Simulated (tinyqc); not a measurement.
Effective mass of the conduction band from tabulated energies: one step. Least squares over all points. Three cases, with inputs chosen for the exercise.

Question. Fit E = a k^2 (a = sum k^2 E/sum k^4), then E = a k^2 + b k^4 from the normal equations; E in eV; m = c/a.

c = hbar^2/2m0. A uniform scatter of up to 0.3 meV has been added to mimic numerical noise.
Constants: hbar^2/2m0 = 3.80998211 eV angstrom^2.

Case 1.

Energies along [110], from the band edge:

| k (1/angstrom) | E (meV) |
|---|---|
| 0.0000000 | 0.000000 |
| 0.0071000 | 5.179000 |
| 0.0142000 | 19.851900 |
| 0.0213000 | 43.731500 |
| 0.0284000 | 74.973700 |
| 0.0355000 | 112.384700 |
| 0.0426000 | 154.208800 |
| 0.0497000 | 199.322500 |
| 0.0568000 | 247.786600 |

reference mass (curvature of the model at k = 0.0001 1/angstrom) = 0.0373000 m0

Case 2.

Energies along [100], from the band edge:

| k (1/angstrom) | E (meV) |
|---|---|
| 0.0000000 | 0.000000 |
| 0.0062000 | 3.874900 |
| 0.0124000 | 14.493300 |
| 0.0186000 | 31.974000 |
| 0.0248000 | 55.613200 |
| 0.0310000 | 84.502900 |
| 0.0372000 | 117.407300 |
| 0.0434000 | 153.792900 |
| 0.0496000 | 193.236200 |

reference mass (curvature of the model at k = 0.0001 1/angstrom) = 0.0395000 m0

Case 3.

Energies along [111], from the band edge:

| k (1/angstrom) | E (meV) |
|---|---|
| 0.0000000 | 0.000000 |
| 0.0023000 | 0.514800 |
| 0.0046000 | 3.419200 |
| 0.0069000 | 7.025300 |
| 0.0092000 | 12.213800 |
| 0.0115000 | 18.491800 |
| 0.0138000 | 26.610200 |
| 0.0161000 | 35.230000 |
| 0.0184000 | 45.235100 |

reference mass (curvature of the model at k = 0.0001 1/angstrom) = 0.0255001 m0

Give: sums of k^4, k^6, k^8; sums of k^2 E, k^4 E; a, one term; a and b, two terms; m, one and two terms.

Answer.

Case 1.

sums of k^4, k^6, k^8: 2.2291e-05  5.7256e-08  1.5940e-10

sums of k^2 E, k^4 E: 0.0017978  4.5402e-06

a, one term = 80.652 eV angstrom^2

a and b, two terms: 96.82  -6293

m, one and two terms (m0): 0.04724  0.03935

The parabola over all points errs by +26.6 % because the weights k^4 favour the outer points; the second term brings the error to +5.5 %.

Case 2.

sums of k^4, k^6, k^8: 1.2962e-05  2.5388e-08  5.3896e-11

sums of k^2 E, k^4 E: 0.0010564  2.0433e-06

a, one term = 81.501 eV angstrom^2

a and b, two terms: 93.64  -6198

m, one and two terms (m0): 0.04675  0.04069

The parabola over all points errs by +18.3 % because the weights k^4 favour the outer points; the second term brings the error to +3.0 %.

Case 3.

sums of k^4, k^6, k^8: 2.4548e-07  6.6167e-11  1.9331e-14

sums of k^2 E, k^4 E: 3.3403e-05  8.9455e-09

a, one term = 136.08 eV angstrom^2

a and b, two terms: 146.5  -3.884e+04

m, one and two terms (m0): 0.02800  0.02600

The parabola over all points errs by +9.8 % because the weights k^4 favour the outer points; the second term brings the error to +2.0 %.

Computed by tinyqc, one run a case: `OMP_NUM_THREADS=1 python tinyqc.py N N+1 out.jsonl` with N = 1851270, 1851280, 1880756; one thread of a shared Intel(R) Xeon(R) Processor @ 2.30GHz, about 0.01 s a run at most.
